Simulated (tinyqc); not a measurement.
Comparisons within one model: coherent potential approximation for a binary alloy with a semi-elliptic band. A value that a table varies takes the place of the one given here.

Site levels eA = -x d (share 1 - x) and eB = (1 - x) d (share x), so that their mean, the virtual crystal, is 0. Pure band: G0(z) = 2 (z - sqrt(z - W) sqrt(z + W))/W^2 with principal roots, density -Im G/pi per site. The medium has a self-energy S(z), G = G0(z - S), z = E + i eta. t_i = (e_i - S)/(1 - (e_i - S) G); the CPA demands <t> = (1 - x) tA + x tB = 0. Iteration: start at S = 0, set S(new) = S + <t>/(1 + <t> G), stop when |<t>| < 1e-9 eV.

Parameters, chosen for this exercise:
```
symbol  value  unit  meaning
W       5      eV    half width of the pure band
x       0.25         fraction of B
d       2.49   eV    eB - eA
eta     0.1    eV    broadening
E1      -5.6   eV    first energy
dE      0.89   eV    step
E       2.48   eV    energy
```

## Virtual crystal, CPA and unmixed bands

Fifteen energies E1 + j dE. Virtual crystal: G0(z). Unmixed: (1 - x) G0(z - eA) + x G0(z - eB), the limit of large separate grains.

Densities (1/eV) and self-energy (eV):
```
E (eV)  virtual crystal     CPA  unmixed     Re S     Im S
-5.60            0.0031  0.0047   0.0135  -0.2253  -0.0084
-4.71            0.0408  0.0549   0.0535  -0.2726  -0.0821
-3.82            0.0797  0.0840   0.0722  -0.2699  -0.1385
-2.93            0.1007  0.1007   0.0914  -0.2639  -0.1870
-2.04            0.1137  0.1107   0.1089  -0.2548  -0.2359
-1.15            0.1214  0.1157   0.1178  -0.2411  -0.2893
-0.26            0.1246  0.1163   0.1215  -0.2189  -0.3511
0.63             0.1238  0.1130   0.1208  -0.1794  -0.4258
1.52             0.1188  0.1060   0.1155  -0.1016  -0.5131
2.41             0.1090  0.0966   0.1051   0.0471  -0.5782
3.30             0.0932  0.0862   0.0873   0.2348  -0.5478
4.19             0.0671  0.0716   0.0524   0.3837  -0.4298
5.08             0.0101  0.0453   0.0258   0.4797  -0.2483
5.97             0.0021  0.0037   0.0186   0.3627  -0.0195
6.86             0.0012  0.0015   0.0047   0.2599  -0.0075
```

d/W = 0.50. CPA and virtual crystal differ by at most 0.035 1/eV, at 5.08 eV, against a peak of 0.127 for the pure band. |Im S| is largest at 2.41 eV (Im S = -0.578 eV); where the density is near zero this is no damping of states. On these rows the CPA density keeps one maximum: the bands are amalgamated.

## Bowing of the band edge from disorder

For eta = 0 the CPA reads G = (1 - x)/(y - eA) + x/(y - eB) with y = E - W^2 G/4; the lower edge is the maximum of E(y) = y + W^2 G(y)/4 for y < eA. The virtual crystal puts it at -W. Second order: -W - 2 x (1 - x) d^2/W, from S = x (1 - x) d^2 G0(-W), G0(-W) = -2/W.

Lower edge (eV):
```
x        edge  edge + W  second order  (edge + W)/(x (1 - x))
0.05  -5.0612   -0.0612       -0.1178                 -1.2890
0.10  -5.1206   -0.1206       -0.2232                 -1.3395
0.25  -5.2855   -0.2855       -0.4650                 -1.5225
0.40  -5.4258   -0.4258       -0.5952                 -1.7743
0.50  -5.5012   -0.5012       -0.6200                 -2.0047
0.60  -5.5567   -0.5567       -0.5952                 -2.3196
0.75  -5.5839   -0.5839       -0.4650                 -3.1142
0.90  -5.4751   -0.4751       -0.2232                 -5.2792
0.95  -5.3604   -0.3604       -0.1178                 -7.5871
```

second-order coefficient = -2.4800 eV

Disorder pushes the edge below the virtual crystal, most at x = 0.75 (-584 meV). The coefficient runs from -1.289 at x = 0.05 to -7.587 eV at 0.95, against -2.480 in second order: it depends strongly on x and is largest in size where the low-lying A atoms are dilute and act as attractive impurities.

## When the band splits

x as given, d varied, eta as given. The density is taken at E = (eA + eB)/2 and at E = eA + eB = (1 - 2x) d, where S has its pole for well split bands; a gap shows as a density of the size of the broadening tail.

Between the two levels:
```
d/W  d (eV)  density at the midpoint (1/eV)  density at (1 - 2x) d (1/eV)  Im S at the midpoint (eV)
0.2    1.00                          0.1228                        0.1223                     -0.073
0.4    2.00                          0.1171                        0.1145                     -0.283
0.6    3.00                          0.1082                        0.1003                     -0.585
0.8    4.00                          0.0975                        0.0763                     -0.874
1.0    5.00                          0.0856                        0.0294                     -1.044
1.2    6.00                          0.0715                        0.0152                     -1.059
1.5    7.50                          0.0398                        0.0069                     -0.745
2.0   10.00                          0.0024                        0.0025                     -0.243
```

The midpoint density falls from 0.123 to 0.0024 1/eV; it first drops below a tenth of the pure peak (0.013) at d/W = 2. At (1 - 2x) d the density drops below that mark at d/W = 1.5, so the bands have parted by then (this mark lags the true splitting), and is least, 0.0025, at d/W = 2. For x = 1/2 the two coincide and the band splits at d = W exactly; here x = 0.25. The size of Im Sigma at the midpoint is largest at d/W = 1.2. It is a lifetime only where the density there is finite; for well separated bands, d/W above 1/(2 sqrt(x (1 - x))), S has a pole in the gap at (1 - 2x) d.

## What each parameter does

Converged values at E. Each row changes one parameter from the base and keeps the others.

Results:
```
case          Re S (eV)  Im S (eV)  density (1/eV)
base             0.0617    -0.5799          0.0959
W = 5.5 eV       0.0359    -0.5066          0.0919
x = 0.3          0.1559    -0.6137          0.0964
d = 2.739 eV     0.0454    -0.7301          0.0926
eta = 0.2 eV     0.0634    -0.5596          0.0943
E = 2.98 eV      0.1690    -0.5714          0.0902
```

The largest shifts from the base row, up to three for each result and ties (the steps differ in size, so this ranks the rows, not the parameters). Re S (eV): E +0.1074, x +0.0942, W -0.0257. Im S (eV): d -0.1502, W +0.0734, x -0.0338. density (1/eV): E -0.0057, W -0.0040, d -0.0032.

Program tinyqc; command `OMP_NUM_THREADS=1 python tinyqc.py 1480275 1480276 out.jsonl`; about 0.01 s on one thread of a shared Intel(R) Xeon(R) Processor @ 2.30GHz.
